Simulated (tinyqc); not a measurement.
Strained quantum well: band edges, subbands and transparency: sweeps and comparisons. A value that a table varies takes the place of the one given here.

Growth on (001), barriers unstrained: tr(e) = e (2 - nu2), Z = b e (1 + nu2); Ec = Ev + Eg + ac tr(e), E_HH = Ev + av tr(e) + Z, E_LH = Ev + av tr(e) - Z (coupling to the split-off band left out).

Masses along z: me, 1/(g1 - 2 g2) for HH, 1/(g1 + 2 g2) for LH, likewise in the barrier; in the plane me, 1/(g1 + g2) for HH and 1/(g1 - g2) for LH (no mixing, which understates the hole masses away from k = 0). Level n solves k L + 2 atan[(k/m)/(kappa/mb)] = n pi, k = sqrt(m E/c), kappa = sqrt(mb (V - E)/c), c = hbar^2/2m0.

Transparency (Bernard-Duraffourg): Fc - Fv equals the lowest transition energy with n = p, n = sum m/(2 pi c) kB T ln(1 + exp((Fc - E)/kB T)) and p likewise over the listed subbands; c = hbar^2/2m0, 1/angstrom^2 = 1e16/cm^2.

Constants: hbar^2/2m0 = 3.80998211 eV angstrom^2; kB = 8.617333262e-05 eV/K; hc = 1239.841984 eV nm.

Values chosen for the exercise (near those of an InGaAs/AlGaAs well; the results hold for these values, not for the real material):
- nu2 = 0.959 (2 C12/C11)
- Eg = 1.035 eV (unstrained gap of the well)
- Ev = -0.743 eV (its valence edge)
- ac = -6.61 eV
- av = 1.12 eV (Ev moves by av tr(e))
- b = -1.95 eV (shear potential)
- Egb = 1.668 eV (gap of the barrier)
- Evb = -0.905 eV (its valence edge)
- L = 50 angstrom (well width)
- me = 0.0542 m0 (electron mass)
- g1 = 10.5 (gamma1)
- g2 = 3.8 (gamma2)
- meb = 0.084 m0
- g1b = 6.3
- g2b = 1.8
- T = 250 K (temperature)
- es = (-0.02, -0.014, -0.008, -0.003, 0, 0.003, 0.007, 0.012) (strains)
- e = -0.019 (strain in the plane)
- Ls = (30, 40, 55, 70, 90, 120) angstrom (widths)

## Strain as a design knob

Only the strain is changed; the unstrained gap and the masses are kept.

Results:
```
e (%)  wavelength (nm)  top hole  hh1 - lh1 (meV)  n_tr (1e12/cm^2)  share in top
-2.0              1001       hh1              163             0.391          0.96
-1.4              1018       hh1              127             0.393          0.95
-0.8              1037       hh1               90             0.400          0.91
-0.3              1053       hh1               58             0.424          0.81
0.0               1063       hh1               38             0.462          0.67
0.3               1074       hh1               19             0.531          0.49
0.7               1095       lh1               -8             0.613          0.73
1.2               1149       lh1              -41             0.559          0.92
```

n_tr is largest at e = +0.7 % (0.61), where hh1 - lh1 = -8 meV and the top subband holds 73 % of the holes, and smallest, 0.39, at -2.0 and -1.4 %. The top hole level turns from hh to lh, and the light from TE to TM, between +0.3 and +0.7 %. The wavelength runs from 1001 to 1149 nm.

## Width of the well

All levels anew.

Results:
```
L (angstrom)  wavelength (nm)  top hole  hh1 - lh1 (meV)  n_tr (1e12/cm^2)  share in top  n_tr/L (1e18/cm^3)
30                        935       hh1              143             0.384          0.99                1.28
40                        975       hh1              153             0.386          0.98                0.97
55                       1015       hh1              158             0.396          0.93                0.72
70                       1040       hh1              159             0.413          0.85                0.59
90                       1061       hh1              158             0.442          0.74                0.49
120                      1078       hh1              155             0.492          0.60                0.41
```

The wavelength tunes by 143 nm. The sheet density at transparency changes from 0.38 to 0.49, the top hole subband holding 0.99 and 0.60 of the holes at the ends, while the volume density falls by a factor 3.1. Critical thickness and carrier escape are left out.

## What each parameter does

Edge wavelength, hh1 - lh1 and n_tr. Each row changes one parameter from the base and keeps the others.

Results:
```
case             wavelength (nm)  hh1 - lh1 (meV)  n_tr (1e12/cm^2)
base                      1003.9            157.0             0.391
L = 60 angstrom           1024.5            158.4             0.401
e = -0.021                 998.2            168.4             0.391
Eg = 1.015 eV             1018.5            157.0             0.391
b = -2.24 eV              1012.5            174.2             0.391
ac = -5.95 eV             1013.4            157.0             0.391
me = 0.0596 m0            1005.9            157.0             0.411
g1 = 11.13                1001.6            154.3             0.381
T = 290 K                 1003.9            157.0             0.460
```

The largest shifts from the base row, up to three for each result and ties (the steps differ in size, so this ranks the rows, not the parameters). wavelength (nm): L +20.6, Eg +14.6, ac +9.5; unchanged at the printed digits by T. hh1 - lh1 (meV): b +17.2, e +11.4, g1 -2.7; unchanged at the printed digits by Eg, ac, me and T. n_tr (1e12/cm^2): T +0.069, me +0.020, g1 -0.010; unchanged at the printed digits by e, Eg, b and ac.

Run: tinyqc, `OMP_NUM_THREADS=1 python tinyqc.py 1280381 1280382 out.jsonl`; Intel(R) Xeon(R) Processor @ 2.30GHz, one thread, shared host; about 0.01 s of CPU time with all checks.
